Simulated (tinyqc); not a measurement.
# Changing the delta-doping density N_d

Model: charge control and current of a heterostructure field-effect transistor. Computed by tinyqc, a small Python program. Command: `OMP_NUM_THREADS=1 python tinyqc.py 3024225 3024226 out.jsonl hemt sweep`. One thread of a shared host (Intel(R) Xeon(R) Processor @ 2.30GHz), about 0.01 s of CPU time with the checks.

Two subbands in a triangular well; E_F is counted from the conduction band edge of the channel at the interface.

Inputs (values chosen for the exercise, modelled on AlGaAs/GaAs): channel mass m = 0.07 m_0; permittivity eps (barrier and channel) = 12.3; barrier thickness d = 22 nm; Schottky barrier phi_B = 0.96 eV; conduction band offset dE_c = 0.22 eV; gate voltage V_G = 0 V; mobility mu = 6100 cm^2/(V s); saturation velocity v_s = 1.6 1e7 cm/s; gate length L = 190 nm; source resistance R_S = 0 ohm mm; temperature T = 300 K; mixing = 0.5; iteration cap = 200; spacer between delta layer and channel = 5 nm.

Charge source: delta doping. Velocity law: two-piece.

Constants: e = 1.602176634e-19 C; eps_0 = 8.8541878128e-12 F/m; k_B = 8.617333262e-05 eV/K; hbar = 1.054571817e-34 J s; m_0 = 9.1093837015e-31 kg; k_B = 1.380649e-23 J/K.

Method:
- Threshold V_T = phi_B - dE_c - e N_d (d - spacer)/(eps eps_0) (in volts); C_b = eps eps_0/d.
- Charge control: n_s = C_b (V_G - V_T - E_F/e)/e. Well: mean field F = e n_s/(2 eps eps_0), E_i = (hbar^2/2m)^(1/3) [(3 pi e F/2)(i + 3/4)]^(2/3), i = 0, 1; n_s = D k_B T sum_i ln(1 + exp((E_F - E_i)/k_B T)), D = m/(pi hbar^2), which is solved in closed form for E_F.
- Iteration from n_s = C_b (V_G - V_T)/(2e): E_F from n_s, n_out from the charge control, n_new = n_s + mixing (n_out - n_s), kept above n_s/10; stop when |n_out/n_s - 1| < 1e-9.
- C_g = e dn_s/dV_G = 1/(1/C_b + 1/C_q), 1/C_q = d(E_F/e)/d(e n_s) by a central difference of +/- 0.1 % in n_s; added distance dd = eps eps_0/C_q.
- With V = e n_s/C_g and V_c = v_s L/mu: for v = mu F up to v_s, I/W = C_g v_s V_c (sqrt(1 + (V/V_c)^2) - 1) and V_Dsat = V + V_c - sqrt(V^2 + V_c^2); g_m = dI/dV; extrinsic g_m/(1 + g_m R_S); f_T = g_m/(2 pi C_g L).

One run for each value; columns: (1) delta-doping density N_d (1/cm^2); (2) sheet density n_s (1/cm^2); (3) threshold voltage V_T (V); (4) E_F (meV); (5) saturation current I/W (mA/mm):
```
(1)             (2)     (3)    (4)   (5)
4.60e+12  9.929e+11  -0.410   89.1   226
5.80e+12  1.727e+12  -0.711  151.5   412
7.30e+12  2.676e+12  -1.086  219.7   654
9.20e+12  3.900e+12  -1.561  298.7   967
1.20e+13  5.731e+12  -2.261  406.2  1436
```

What does the table show?

Over the rows, sheet density n_s (1/cm^2) rises from 9.93e11 to 5.73e12 (exponent d ln y / d ln x 2.4 between the first rows and 1.4 between the last); threshold voltage V_T (V) falls from -0.410 to -2.26 (exponent d ln y / d ln x 2.4 between the first rows and 1.4 between the last); E_F (meV) rises from 89.1 to 406 (exponent d ln y / d ln x 2.3 between the first rows and 1.2 between the last).  Left out: 2.30e12, 2.90e12, 3.70e12 (the gate voltage is too near the threshold).

Caution (rows 5.80e12, 7.30e12, 9.20e12, 1.20e13): E_F lies above the conduction band minimum of the barrier, so electrons would spill into the barrier.

Extremes, crossings and ranges named in words are read from the listed rows.
